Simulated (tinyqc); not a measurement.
## Permittivity and interface capacitance from two thicknesses

Question. 1/C = t/(eps0 ek) + 2/ci for planar capacitors that differ only in thickness. Find ek, ci and the EOT of the interfaces, 2 x 3.9 eps0/ci.

Constants: eps0 = 8.8541878128e-14 F/cm where lengths are in cm. Results are converted to the units shown.

C at t = 2.7 and 8.1 nm (uF/cm^2): [2.8822160, 0.96444499]

Solution. 1/C is a straight line in t: the slope gives ek and the intercept 2/ci. A single thickness would give only the effective permittivity; when the interfaces are a small part of 1/C, ci needs very accurate data.

ek = 8.840
ci = 1000 uF/cm^2
EOT of the interfaces = 0.006906 nm

tinyqc, about 0.01 s, one thread, Intel Xeon 2.30GHz (shared host): `OMP_NUM_THREADS=1 python tinyqc.py 2102074 2102075 out.jsonl`
